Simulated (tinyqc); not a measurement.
What each parameter does: six-band Luttinger-Kohn model with strain.

Six-band Luttinger-Kohn model in the basis |3/2,3/2>, |3/2,1/2>, |3/2,-1/2>, |3/2,-3/2>, |1/2,1/2>, |1/2,-1/2>, electron energies, zero at the top of the unstrained valence band. H = -[rows: (P+Q, -S, R, 0, -S/r2, r2 R); (-S*, P-Q, 0, R, -r2 Q, r32 S); (R*, 0, P-Q, S, r32 S*, r2 Q); (0, R*, S*, P+Q, -r2 R*, -S*/r2); (-S*/r2, -r2 Q, r32 S, -r2 R, P+Dso, 0); (r2 R*, r32 S*, r2 Q, -S/r2, 0, P+Dso)], r2 = sqrt(2), r32 = sqrt(3/2). Levels are twofold.

P = c g1 k^2 - av tr(e); Q = c g2 (kx^2 + ky^2 - 2 kz^2) - (b/2)(exx + eyy - 2 ezz); R = c sqrt3 [-g2 (kx^2 - ky^2) + 2i g3 kx ky] + (sqrt3/2) b (exx - eyy) - i d exy; S = 2 c sqrt3 g3 (kx - i ky) kz - d (exz - i eyz); c = hbar^2/2m0, e the strain tensor (not engineering shear).

s11 = (C11 + C12)/((C11 - C12)(C11 + 2 C12)), s12 = -C12/((C11 - C12)(C11 + 2 C12)), s44 = 1/C44; exx = s11 sxx + s12 (syy + szz) and cyclic, exy = s44 sxy/2; tension is positive. A uniaxial stress X along the unit vector n is s_ij = X n_i n_j.

Constants: hbar^2/2m0 = 3.80998211 eV angstrom^2.

Inputs chosen for the exercise (near those of Ge; shifted at random, so the results belong to these values and not to a real crystal):
```
symbol  value           unit  meaning
Dso     0.288           eV    spin-orbit splitting
g1      13.35                 Luttinger gamma1
g2      4.24                  gamma2
g3      5.7                   gamma3
av      1.23            eV    valence hydrostatic potential
b       -2.53           eV    tetragonal shear potential
d       -5.34           eV    trigonal shear potential
C11     128.4           GPa
C12     47.9            GPa
C44     66.3            GPa
load    uniaxial [100]        kind of stress
X       -1.62           GPa   stress
```

Edges at k = 0 under a uniaxial [100] stress X and the curvature mass of the top pair along [100] (step 0.0002 1/angstrom).

Results for these values:
```
case  top (eV)  second (eV)  third (eV)  mass (m0)
base    0.0567      -0.0598     -0.3116      0.038
```

What happens to each result for d = -6.408 eV, all else kept?

Answer: top does not change at the printed digits; second does not change at the printed digits; third does not change at the printed digits; mass does not change at the printed digits.

The same for each parameter in turn:
```
case             top (eV)  second (eV)  third (eV)  mass (m0)
base               0.0567      -0.0598     -0.3116      0.038
C12 = 38.32 GPa    0.0478      -0.0552     -0.3097      0.039
X = -1.296 GPa     0.0434      -0.0478     -0.3049      0.039
g3 = 6.84          0.0567      -0.0598     -0.3116      0.038
d = -6.408 eV      0.0567      -0.0598     -0.3116      0.038
Dso = 0.346 eV     0.0547      -0.0598     -0.3675      0.039
g2 = 5.088         0.0567      -0.0598     -0.3116      0.035
av = 0.984 eV      0.0585      -0.0580     -0.3098      0.038
```

The Luttinger parameters multiply k^2 and cannot move the edges; av shifts all edges alike and leaves the mass.

(tinyqc, `OMP_NUM_THREADS=1 python tinyqc.py 1080373 1080374 out.jsonl`, Intel(R) Xeon(R) Processor @ 2.30GHz, 1 thread, shared host, about 0.08 s.)
